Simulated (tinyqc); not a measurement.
# Cell-based percolation model of oxide breakdown: two studies

The oxide, of thickness n a, is cut into cubic cells. A cell is defective with the chance l = 1 - exp(-a^3 N), N = N1 (t/1 s)^al. A column of n defective cells breaks the oxide down, and the area holds M = A/a^2 independent columns: 1 - F = (1 - l^n)^M.

Parameters, values chosen for the exercise:
```
symbol,value,unit,meaning
a,1.1,nm,edge of a cell
n,7,,cells across the oxide
A,0.73,um^2,area
al,0.28,,exponent of defect growth
N1,3.5e17,cm^-3,defect density after 1 s
```

Each table varies one quantity; the others keep the values above.

## Effect of the thickness

At F = 1 - 1/e: l_c = (1 - exp(-1/M))^(1/n), N_bd = -ln(1 - l_c)/a^3, t63 = (N_bd/N1)^(1/al). W = ln(-ln(1 - F)); for small l, W = ln M + n ln(a^3 N), so the Weibull slope is n al.

Effect of the thickness:
```
n       l_c  N_bd (cm^-3)   t63 (s)  slope at t63
1  1.658e-6      1.245e15  1.796e-9        0.2800
2  0.001287      9.679e17     37.82        0.5596
3   0.01183      8.945e18   1.064e5        0.8350
4   0.03588      2.745e19   5.837e6         1.100
5   0.06981      5.437e19   6.698e7         1.350
6    0.1088      8.653e19   3.522e8         1.585
7    0.1494      1.215e20   1.185e9         1.806
8    0.1894      1.578e20   3.010e9         2.013
9    0.2279      1.943e20   6.331e9         2.208
```

What does the comparison show?

N_bd rises from 1.25e15 to 1.94e20 cm^-3 and the slope rises from 0.280 to 2.21, against n al = 0.280 to 2.52. A thin oxide needs few defects in a row, so it breaks at a lower density and with a wider spread; at n = 1 one defect suffices. For n = 1 t63 is under a microsecond, a formal extension of the power law of defect growth.

## Effect of the area

Same model as above.

Effect of the area:
```
A (um^2)      l_c  N_bd (cm^-3)   t63 (s)  slope at t63
0.0014     0.3651      3.413e20  4.732e10         1.549
0.023      0.2447      2.109e20   8.484e9         1.698
0.38       0.1640      1.345e20   1.703e9         1.790
6.4        0.1095      8.715e19   3.613e8         1.849
110       0.07296      5.691e19   7.888e7         1.887
1800      0.04894      3.770e19   1.811e7         1.911
31000     0.03259      2.489e19   4.114e6         1.928
5.1e5     0.02184      1.659e19   9.665e5         1.938
8.6e6     0.01459      1.104e19   2.257e5         1.946
```

What does the table show?

t63 falls from 4.73e10 to 2.26e5 s, as A^(-0.61) between the first two rows and A^(-0.51) between the last two, against -1/(n al) = -0.51; the slope at t63 rises from 1.55 to 1.95, nearer to n al where l_c is small.

Computed by the program tinyqc: `OMP_NUM_THREADS=1 python tinyqc.py 2070110 2070111 out.jsonl`, one thread of a shared Intel Xeon 2.30GHz, about 0.01 s for the whole run.
